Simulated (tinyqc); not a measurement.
Non-parabolicity of the conduction band: eight-band Kane k.p model.

Eight-band Kane model, basis S, X, Y, Z times spin, zero of energy at the top of the unstrained valence band, c = hbar^2/2m0. Within each spin: H_SS = Eg + A c k^2, H_SX = i P kx (likewise Y, Z), H_XX = -Dso/3 + L kx^2 + M (ky^2 + kz^2), H_XY = N kx ky, and cyclic. Spin-orbit term (Dso/3) L.sigma on X, Y, Z with (L_k)_ij = -i epsilon_kij: <X+|H|Y+> = -i Dso/3, <X+|H|Z-> = Dso/3, <Y+|H|Z-> = -i Dso/3, <Z+|H|X-> = -Dso/3, <Z+|H|Y-> = i Dso/3, <X-|H|Y-> = i Dso/3, and their conjugates; + and - are the spin along z. Terms from inversion asymmetry are left out, so every level is twofold.

P = sqrt(Ep c); A = 1/me - Ep (Eg + 2 Dso/3)/(Eg (Eg + Dso)) keeps the electron mass; g1' = g1 - Ep/(3 Eg), g2' = g2 - Ep/(6 Eg), g3' = g3 - Ep/(6 Eg) remove the coupling to S that the Luttinger values already hold; L = -c (g1' + 4 g2'), M = -c (g1' - 2 g2'), N = -6 c g3'.

Constants: hbar^2/2m0 = 3.80998211 eV angstrom^2.

Parameters, chosen for this exercise (near those of CdTe; shifted at random, so the results belong to these values and not to a real crystal): Eg = 1.582 eV (gap at Gamma to the s-like level); Dso = 0.887 eV (spin-orbit splitting); Ep = 18.5 eV (Kane energy); me = 0.0937 m0 (electron mass at Gamma); g1 = 5.34 (Luttinger gamma1); g2 = 1.71 (gamma2); g3 = 2.03 (gamma3); kmax = 0.06 1/angstrom (end of the path).

Unstrained, along [111], six points up to kmax. Parabolic: E = c k^2/me. Two-band form: E (1 + alpha E) = c k^2/me with alpha = (1 - me)^2/Eg. The column alpha(k) solves that form for alpha with the eight-band energy. Energies from the conduction edge.

Energies:
```
|k| (1/angstrom),parabolic (eV),two-band (eV),eight-band (eV),alpha(k) (1/eV),parabolic / eight-band
0.0100,0.0041,0.0041,0.0041,0.648,1.003
0.0200,0.0163,0.0161,0.0161,0.648,1.010
0.0300,0.0366,0.0359,0.0358,0.649,1.023
0.0500,0.1017,0.0968,0.0957,0.651,1.062
0.0600,0.1464,0.1367,0.1346,0.652,1.088
```

Give the missing row, |k| (1/angstrom) = 0.0400.

Computed row:
```
|k| (1/angstrom)  parabolic (eV)  two-band (eV)  eight-band (eV)  alpha(k) (1/eV)  parabolic / eight-band
0.0400                    0.0651         0.0630           0.0625            0.650                   1.041
```

alpha = 0.519 1/eV

At the last point the parabola lies a factor 1.09 above the eight-band value, and the two-band form 2.1 meV above it. The parabola stays within 5 % up to |k| = 0.0400 1/angstrom of the points listed. alpha(k) goes from 0.648 to 0.652 1/eV, a spread of 0.7 % over this range; the simple rule gives 0.519, 20 % below the first value, as it knows neither Dso nor the remote terms.

tinyqc: `OMP_NUM_THREADS=1 python tinyqc.py 1051245 1051246 out.jsonl`; about 0.01 s, one thread, shared Intel(R) Xeon(R) Processor @ 2.30GHz.
